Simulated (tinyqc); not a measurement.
Raising U: Hubbard chain of 4 sites, mean field against exact. Computed by the program tinyqc. Collinear unrestricted mean field (the lowest of 40 random starts) against exact diagonalisation.

one-body matrix (hopping and site energies) (eV):
```
         1        2        3        4
1   0.0000  -0.5600   0.0000   0.0000
2  -0.5600   0.0000  -0.5600   0.0000
3   0.0000  -0.5600   0.0000  -0.5600
4   0.0000   0.0000  -0.5600   0.0000
```

electrons, up and down: 2  2

Exact and mean-field results (eV):
```
U          U/t   E exact  E mean field  mean |n_up - n_down|  double occupancy, exact  first gap in the sector
0.280    0.500  -2.23893      -2.22440                 0.000                    0.224                    0.614
0.560    1.000  -2.00220      -1.94440                 0.000                    0.199                    0.548
1.120    2.000  -1.61053      -1.39834                 0.393                    0.152                    0.442
1.680    3.000  -1.31456      -1.03152                 0.697                    0.114                    0.362
3.360    6.000  -0.80188      -0.54936                 0.918                    0.049                    0.223
4.480    8.000  -0.62562      -0.41556                 0.953                    0.031                    0.174
6.720   12.000  -0.43012      -0.27869                 0.979                    0.015                    0.120
11.200  20.000  -0.26243      -0.16772                 0.993                    0.006                    0.073
```

Estimate the missing row, U = 2.24.

Computed row:
```
U        U/t   E exact  E mean field  mean |n_up - n_down|  double occupancy, exact  first gap in the sector
2.240  4.000  -1.09376      -0.80322                 0.820                    0.085                    0.303
```

In absolute terms mean field is worst at U/t = 4.0, 0.291 eV too high: at small U it is nearly exact, and at large U it misses only exchange-scale energies. Its local moments set in at U/t = 2.0 of those listed, a broken symmetry that the exact state of a finite cluster with equal spins does not have. Relative to the exact energy its error is 0.6 % at the smallest U, 36 % at most and 36 % at the largest. The double occupancy falls from 0.224 to 0.006; at the largest U the first gap is 0.65 times the exchange scale 4t^2/U.
